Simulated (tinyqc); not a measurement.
# From one set of inputs to another, one input at a time

Model: precursor delivery by bubblers, mass-transport growth and the solid composition of a III-V alloy. Computed by tinyqc, a small Python program. Command: `OMP_NUM_THREADS=1 python tinyqc.py 3000949 3000950 out.jsonl movpe_thermo ladder`. One thread of a shared host (Intel(R) Xeon(R) Processor @ 2.30GHz), about 0.02 s of CPU time with the checks.

1 sccm = 44.615 micromol/min; 1 torr = 133.322 Pa. The sources decompose fully at the surface.

The inputs printed are set A. Set A is modelled on trimethylgallium (source 1) and trimethylindium (source 2) for the vapour pressures; the values taken over come from a set modelled on triethylgallium (source 1) and trimethylindium (source 2) for the vapour pressures. Inputs not listed in the table keep their values of set A, so the rows need not describe a real material.

Inputs (values chosen for the exercise, modelled on trimethylgallium (source 1) and trimethylindium (source 2) for the vapour pressures):
```
quantity                                                                                                  value        unit
bath temperature T1                                                                                         275           K
bath temperature T2                                                                                         302           K
bubbler pressure p_b                                                                                        760        torr
carrier flow F1                                                                                             6.8        sccm
carrier flow F2                                                                                              61        sccm
total flow F_t                                                                                               18         slm
group-V flow F_V                                                                                            200        sccm
reactor pressure p                                                                                           40        torr
growth temperature T                                                                                        970           K
diffusivity at 273 K and 760 torr                                                                          0.44      cm^2/s
flow cross-section A                                                                                         61        cm^2
distance from the leading edge z                                                                            8.4          cm
lattice constant a                                                                                         5.59    angstrom
interaction L0 of the solid                                                                                21.3      kJ/mol
log10 of p_B,eq over pure BC at 1000 K and 1 torr of group V (exaggerated: liquid indium has about -4.1)   -3.6  log10 torr
enthalpy of that equilibrium H                                                                              341      kJ/mol
```

Alloy: mixing on the group-III sites, with desorption of B.

constants a, b of source 1 (log10 torr, K): 8.094  1703

constants a, b of source 2 (log10 torr, K): 10.51  3014

Constants: k_B = 1.380649e-23 J/K; R = 8.314462618 J/(mol K).

Method:
- log10 p_v = a - b/T_bath; molar flow = F x 44.615 x p_v/(p_b - p_v) for a saturated bubbler.
- p_i = p n_i/(44615 F_t), F_t in slm; p_V = p F_V/(1000 F_t), counted per molecule supplied; V/III = 44.615 F_V/(n1 + n2); vapour fraction of source 2 = n2/(n1 + n2).
- Mean velocity u = (F_t/A)(760/p)(T/273); D = D0 (T/273)^1.75 (760/p); boundary layer delta = sqrt(pi D z/u); flux = D dp/(delta k_B T); growth rate = flux x a^3/4.
- A sticks fully. B desorbs: its surface pressure is p_B* = x gamma_B K/sqrt(p_V), ln gamma_B = L0 (1 - x)^2/(R T), K = 10^(log10 K at 1000 K) exp[-(H/R)(1/T - 1/1000)], p_V in torr. With equal diffusivities x = (p_2 - p_B*)/(p_1 + p_2 - p_B*). Growth rate = rate per torr x p_1/(1 - x).

Each row keeps all changes above it:
```
input moved                           from    to  molar flow 1 (micromol/min)  vapour fraction of source 2  share of B incorporated, 1 - p_B*/p_2
set A                                    -     -                         35.5                       0.2554                                 0.8087
bubbler pressure p_b (torr)            760  1000                         26.3                       0.2605                                 0.7491
interaction L0 of the solid (kJ/mol)  21.3  14.4                         26.3                       0.2605                                 0.8475
carrier flow F2 (sccm)                  61   360                         26.3                       0.6752                                 0.9683
bath temperature T1 (K)                275   292                         67.8                       0.4459                                 0.9700
group-V flow F_V (sccm)                200    72                         67.8                       0.4459                                 0.9501
reactor pressure p (torr)               40   200                         67.8                       0.4459                                 0.9955
carrier flow F1 (sccm)                 6.8    53                        528.7                       0.0936                                 0.9976
```

Molar flow 1 goes from 35.5 to 529, a factor 14.9 in all. The largest single move comes from carrier flow F1 (a factor 7.79), and bubbler pressure p_b works against it (a factor 0.739). Vapour fraction of source 2 goes from 0.255 to 0.0936, a factor 0.366 in all. The largest single move comes from carrier flow F1 (a factor 0.210), and carrier flow F2 works against it (a factor 2.59). Share of B incorporated, 1 - p_B*/p_2 goes from 0.809 to 0.998, a factor 1.23 in all. The largest single move comes from carrier flow F2 (a factor 1.14), and bubbler pressure p_b works against it (a factor 0.926). The single moves hold for this order of the switches; the total does not depend on the order.

Caution (all rows): the boundary layer is a quarter or more of the root of the cross-section, so it fills much of the channel and depletion along the flow matters. Caution (rows carrier flow F1): so low a V/III ratio is near the limit of smooth growth.

Extremes, crossings and ranges named in words are read from the listed rows.
